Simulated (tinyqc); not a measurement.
From results back to parameters: Boltzmann transport in a parabolic band with a power-law relaxation time. Three cases, with inputs chosen for the exercise.

Problem. The Seebeck coefficient and the Hall density nH = n/rH are given; md is hidden (a Pisarenko analysis).

F_j(eta) = (1/Gamma(j + 1)) integral_0^infinity x^j dx/(1 + exp(x - eta)), which tends to exp(eta) for eta << 0.

n = N F_1/2(eta) with N = 2 (m kB T/(4 pi c))^(3/2) with c = hbar^2/2m0, in 1/angstrom^3; times 1e24 for 1/cm^3, m = md.

tau = tau0 x^r with x = E/kT. With K_j = Gamma(j + 1) F_j(eta): <tau> = tau0 (r + 3/2) K_(r+1/2)/((3/2) K_(1/2)); mu = <tau>/(mc m0/e), m0/e = 5.685630e-12 kg/C; Hall factor rH = (3/2) K_(1/2) (2r + 3/2) K_(2r+1/2)/((r + 3/2) K_(r+1/2))^2; Seebeck S = -(kB/e) [(r + 5/2) K_(r+3/2)/((r + 3/2) K_(r+1/2)) - eta]; Lorenz number L = (kB/e)^2 [(r + 7/2) K_(r+5/2)/((r + 3/2) K_(r+1/2)) - ((r + 5/2) K_(r+3/2)/((r + 3/2) K_(r+1/2)))^2]; kB/e in V/K. Valley anisotropy is left out of rH.

Constants: hbar^2/2m0 = 3.80998211 eV angstrom^2; kB = 8.617333262e-05 eV/K.

Case 1.

Values chosen (out of a larger set: masses near those of Ge; tau0 is set for a mobility of the usual size at this n, kL is a free input; freeze-out and phonon drag, which matter near 77 K, are left out; not measured data): r = 1.5 (exponent of tau); T = 400 K.

S = -808.761 microvolt/K
nH = 3.7277e+16 1/cm^3

Case 2.

Values chosen (out of a larger set: masses near those of InAs; tau0 is set for a mobility of the usual size at this n, kL is a free input; freeze-out and phonon drag, which matter near 77 K, are left out; not measured data): r = -0.5 (exponent of tau); T = 77 K.

S = -122.246 microvolt/K
nH = 3.0424e+16 1/cm^3

Case 3.

Values chosen (out of a larger set: masses near those of Si; tau0 is set for a mobility of the usual size at this n, kL is a free input; freeze-out and phonon drag, which matter near 77 K, are left out; not measured data): r = 0.5 (exponent of tau); T = 77 K.

S = -723.949 microvolt/K
nH = 1.4489e+16 1/cm^3

Find: eta; rH; n; md.

Solution. S depends on eta alone and |S| falls steadily with it; eta gives rH and so n, and N = n/F_1/2(eta) gives md from N proportional to md^(3/2).

Case 1.

eta = -5.38
rH = 1.932
n = 7.2e+16 1/cm^3
md = 0.549 m0

Case 2.

eta = 1.71
rH = 1.085
n = 3.3e+16 1/cm^3
md = 0.026 m0

Case 3.

eta = -5.40
rH = 1.104
n = 1.6e+16 1/cm^3
md = 1.057 m0

Computed by tinyqc, one run a case: `OMP_NUM_THREADS=1 python tinyqc.py N N+1 out.jsonl` with N = 1682615, 1682654, 1682668; one thread of a shared Intel(R) Xeon(R) Processor @ 2.30GHz, about 0.02 s a run at most.
